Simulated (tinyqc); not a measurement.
Mobility of a non-polar semiconductor in the relaxation-time approximation: one step, computed by the program tinyqc. Command: `OMP_NUM_THREADS=1 python tinyqc.py 3009576 3009577 out.jsonl rta walk`. One thread of a shared host (Intel(R) Xeon(R) Processor @ 2.30GHz), about 0.01 s of CPU time with the checks.

Each valley is treated as a sphere of mass m_d for states and rates, with one isotropic relaxation time; the conductivity mass m_c sets the current.

Problem. Fermi level and screening. Kane band: hbar^2 k^2/(2 m) = E (1 + alpha E), speed v = hbar k/(m (1 + 2 alpha E)), states per spin, volume and energy g(E) = m k (1 + 2 alpha E)/(2 pi^2 hbar^2); overlap factors are set to 1. Here m = m_d. Masses are multiplied by m_0 and all formulas are in SI units. The reduced Fermi level eta = E_F/(k_B T) solves n = 2 Z int g f dE with f = 1/(1 + exp(x - eta)) (Z = 1 unless valleys are given); screening length L_s = sqrt(eps_s eps_0 k_B T/(e^2 dn/deta)), dn/deta = 2 Z int g f (1 - f) dE. Integrals over x = E/(k_B T) use 160 Gauss-Legendre points in u = sqrt(x) from 0 to sqrt(max(eta, 0) + 32).

Inputs (values chosen for the exercise, modelled on electrons in silicon): equivalent valleys Z = 6; non-parabolicity alpha = 0.54 1/eV; static permittivity eps_s = 11.7; carrier density n = 1.4e+17 1/cm^3; temperature T = 77 K.

Band: Kane. Impurity formula: Brooks-Herring. Further scattering: none.

density-of-states mass m_d = 0.3210392 m_0

Constants: k_B = 8.617333262e-05 eV/K; m_0 = 9.1093837015e-31 kg; e = 1.602176634e-19 C; hbar = 1.054571817e-34 J s; eps_0 = 8.8541878128e-12 F/m; k_B = 1.380649e-23 J/K.

Give: reduced Fermi level eta; screening length L_s.

Solution.

reduced Fermi level eta = -3.236

screening length L_s = 5.573 nm

The gas is non-degenerate (eta < -2), and L_s is close to the Debye length.
